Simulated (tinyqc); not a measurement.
Keating valence-force model of a tetrahedral crystal: one step, computed by the program tinyqc.

Atom A sits at 0 and atom B at a/4 (1,1,1) of an fcc lattice; the four bonds from A are t = a/4 (1,1,1), a/4 (1,-1,-1), a/4 (-1,1,-1), a/4 (-1,-1,1), of length d = sqrt(3) a/4. Energy: E = (3 alpha/(8 d^2)) sum over bonds (r.r - d^2)^2 + (3 beta/(8 d^2)) sum over pairs of bonds at one atom (r_i.r_j + d^2/3)^2, with beta_A for the six pairs at A and beta_B for the six at B. The cell holds two atoms, Omega = a^3/4. 1 N/m = 1 J/m^2.

Problem. Frequencies at the zone boundary. With displacements u exp(i q.r), each bracket changes by g.u, where g = (g_A, g_B): bond t, g = (-2 t, 2 t exp(i q.t)); pair (i, j) at A, g = (-(t_i + t_j), t_i exp(i q.t_j) + t_j exp(i q.t_i)); pair at B, g = (-t_i exp(-i q.t_j) - t_j exp(-i q.t_i), t_i + t_j). Then D_mn = sum over the 4 bonds and 12 pairs of (4 k/a^2) conj(g_m) g_n / sqrt(M_m M_n), with k = alpha or beta converted to eV/angstrom^2. Only the short-range forces enter; the Coulomb field of the charges is left out. An eigenvalue lambda of D in eV/(angstrom^2 u) gives nu = 15.6333042 THz x sqrt(lambda).

Inputs (values chosen for the exercise, for a model crystal):
```
quantity               value  unit
mass M_A                65.2     u
mass M_B                15.5     u
bond stretching alpha   47.2   N/m
bond bending beta_A     10.6   N/m
bond bending beta_B     12.7   N/m
```

Structure: zinc blende.

Constants: nu for 1 eV/(angstrom^2 u) = 15.6333042 THz; 1 eV/angstrom^2 = 16.02176634 J/m^2.

Give: Frequencies (THz) at points given in 2 pi/a.

Solution.

Frequencies (THz) at points given in 2 pi/a:
```
point               nu 1   nu 2   nu 3   nu 4   nu 5   nu 6
X (1, 0, 0)        5.638  5.638  8.183  15.97  15.97  16.53
L (0.5, 0.5, 0.5)  4.107  4.107  7.956  16.24  16.43  16.43
W (1, 0.5, 0)      5.958  6.509  7.421  15.22  16.01  17.12
K (0.75, 0.75, 0)  5.259  6.619  7.621  15.32  16.10  17.01
```

At X the two longitudinal modes are split (8.18 and 16.53 THz) because each moves one sublattice alone.
